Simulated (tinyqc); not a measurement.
Inputs raised by 5 %, one at a time: equilibrium crystal shape, supported particles, Gibbs-Thomson effect and coarsening. Computed by tinyqc, a small Python program. Command: `OMP_NUM_THREADS=1 python tinyqc.py 3018672 3018673 out.jsonl wulff sens`. One thread of a shared host (Intel(R) Xeon(R) Processor @ 2.30GHz), about 0.2 s of CPU time with the checks.

A cubic crystal bounded by {100}, {110} and {111} facets only.

Inputs (values chosen for the exercise, modelled on germanium): atomic volume Omega = 22.64 angstrom^3; atoms in the particle N = 94000; temperature T = 500 K; precipitate interface energy gamma_i = 0.071 J/m^2; solubility x_inf at a flat interface = 0.012; diffusivity D = 5.2e-16 m^2/s; mean radius at the start r0 = 2.1 nm; time t = 470 s.

Surface energies: given.

surface energies gamma(100), gamma(110), gamma(111) (J/m^2): [1.02, 1.23, 1.04]

Constants: e = 1.602176634e-19 C; k_B = 8.617333262e-05 eV/K; k_B = 1.380649e-23 J/K.

Method:
- The energies and Omega are given.
- Wulff construction: the facet planes lie at distances lambda gamma from the centre, and the shape is the region inside all of them; V = (1/3) sum of area x distance. gamma_mean = sum A gamma / sum A; shape factor eta = A/V^(2/3) (4.836 for a sphere). lambda follows from V = N Omega.
- For the Wulff shape mu - mu(bulk) = 2 Omega gamma/h, with gamma and h = lambda gamma the energy and distance of any one facet plane, here (111); the vapour pressure rises by exp[(mu - mu(bulk))/(k_B T)].
- Spherical precipitates of nearly pure solute with atomic volume Omega: x(r) = x_inf exp(l/r), l = 2 gamma_i Omega/(k_B T). Diffusion-limited coarsening at small volume fraction (Lifshitz-Slyozov-Wagner): r^3 = r0^3 + K t, K = (4/9) D x_inf l; the number density falls as (r0/r)^3. The steady size distribution is assumed from the start, and D and x_inf are inputs that do not follow T.

Runs:
```
input moved                                      from        to  pressure ratio  gamma_mean (J/m^2)  mean radius at t (nm)  number density over its start
base run                                            -         -           2.509               1.039                  8.510                        0.01503
atomic volume Omega (angstrom^3)                22.64    23.772           2.587               1.039                  8.647                        0.01432
atoms in the particle N                         94000     98700           2.472               1.039                  8.510                        0.01503
temperature T (K)                                 500       525           2.402               1.039                  8.375                        0.01577
precipitate interface energy gamma_i (J/m^2)    0.071   0.07455           2.509               1.039                  8.647                        0.01432
solubility x_inf at a flat interface            0.012    0.0126           2.509               1.039                  8.647                        0.01432
diffusivity D (m^2/s)                         5.2e-16  5.46e-16           2.509               1.039                  8.647                        0.01432
mean radius at the start r0 (nm)                  2.1     2.205           2.509               1.039                  8.517                        0.01735
```

Exponents ln(y'/y) / ln(x'/x):
```
input                                 pressure ratio  gamma_mean  mean radius at t  number density over its start
atomic volume Omega                            0.623           0             0.328                         -0.985
atoms in the particle N                       -0.304           0             0.000                          0.000
temperature T                                 -0.898           0            -0.328                          0.985
precipitate interface energy gamma_i           0.000           0             0.328                         -0.985
solubility x_inf at a flat interface           0.000           0             0.328                         -0.985
diffusivity D                                  0.000           0             0.328                         -0.985
mean radius at the start r0                    0.000           0             0.016                          2.952
```

Which inputs matter most for each result?

Among the inputs moved here: pressure ratio answers most in size to temperature T (exponent -0.898), next to atomic volume Omega (+0.623); its exponent is below 0.0005 for precipitate interface energy gamma_i, solubility x_inf at a flat interface, diffusivity D, mean radius at the start r0. gamma_mean hardly depends on these (all exponents below 0.005). Mean radius at t answers most in size to atomic volume Omega (exponent +0.328), and about equally to temperature T (-0.328), precipitate interface energy gamma_i (+0.328), solubility x_inf at a flat interface (+0.328), diffusivity D (+0.328); its exponent is below 0.0005 for atoms in the particle N. number density over its start answers most in size to mean radius at the start r0 (exponent +2.952), next to atomic volume Omega (-0.985); its exponent is below 0.0005 for atoms in the particle N.
